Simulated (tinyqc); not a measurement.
Moment against the Stoner parameter: Stoner model of a band ferromagnet.

Density of states per atom and spin: triangular, D(e) = (4 M/W^2) (W/2 - |e|). Levels e -/+ I m/2 for up and down spin, m = n_up - n_down, n_up + n_down = nd. At zero temperature e(N) is the energy below which N states lie, and E(m) = sum over spins of integral e D de - I m^2/4.

Values chosen for the exercise:
```
symbol  value  unit  meaning
W       4.4    eV    band width, e from -W/2 to W/2
M       5            states per atom and spin
nd      9.49         electrons per atom
```

Lowest state for each I.

Results:
```
I (eV)  I D(EF)  m (muB)  E - E(0) (meV)
0.83      0.602    0.000             0.0
1.11      0.806    0.000             0.0
1.24      0.900    0.000             0.0
1.38      1.002    0.059             0.0
1.52      1.103    0.391            -3.0
1.73      1.256    0.491           -13.9
2.07      1.503    0.510           -35.6
2.48      1.800    0.510           -62.3
```

A moment first appears at I = 1.38 eV of those listed, where I D(EF) = 1.002. It is saturated at 0.510 from I = 2.07 eV on.

(tinyqc, `OMP_NUM_THREADS=1 python tinyqc.py 1680646 1680647 out.jsonl`, Intel(R) Xeon(R) Processor @ 2.30GHz, 1 thread, shared host, about 0.2 s.)
